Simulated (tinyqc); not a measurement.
Gap voltage and exponent from three temperatures.

Problem. At constant current VBE(T) = Vg0 - a T - eta (kB T/q) ln T, where a is a constant. Find Vg0, eta and dVBE/dT at the middle temperature.

Constants: q = 1.602176634e-19 C, kB = 1.380649e-23 J/K. Results are converted to the units shown.

T (K): [273, 300, 360]
VBE at a constant current (V): [0.8540057123, 0.8100800282, 0.7096374302]

Answer. The relation is linear in Vg0, a and eta, so three points give a linear system; the slope is (VBE - Vg0 - eta kB T/q)/T. eta rests on the curvature of VBE(T) alone, so real fits need accuracy of some tens of microvolts or better.

Vg0 = 1.20 V
eta = 3.90
dVBE/dT = -1.64 mV/K

Program tinyqc, `OMP_NUM_THREADS=1 python tinyqc.py 2062175 2062176 out.jsonl`; Intel Xeon 2.30GHz, shared host, one thread, about 0.02 s.
